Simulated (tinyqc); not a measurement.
Valence-band offset from core levels (Kraut method), with the dipole against the affinity rule: one step of the calculation.

Binding energies are counted downwards from the Fermi level. dEv > 0 means that the valence edge of B lies below that of A, dEc > 0 that the conduction edge of B lies above that of A; dEc + dEv = EgB - EgA. The spectra are made-up values treated as data.

Task. Valence-band maximum of bare A. Fit a straight line to the leading edge by least squares; the maximum vA lies where it meets the background.

Inputs (values chosen for the exercise):

| symbol | value | unit | meaning |
|---|---|---|---|
| bg | 34 |  | background counts in the gap |

| point | binding energy (eV) | counts on the leading edge |
|---|---|---|
| 0 | 0.68 | 308 |
| 1 | 0.8 | 456 |
| 2 | 0.92 | 575 |
| 3 | 1.04 | 726 |
| 4 | 1.16 | 858 |
| 5 | 1.28 | 988 |

Find: slope; intercept; vA.

Result.

slope = 1133 counts/eV
intercept = -458.1 counts
vA = 0.4345 eV

tinyqc, about 0.01 s, one thread, Intel Xeon 2.30GHz (shared host): `OMP_NUM_THREADS=1 python tinyqc.py 2410095 2410096 out.jsonl`
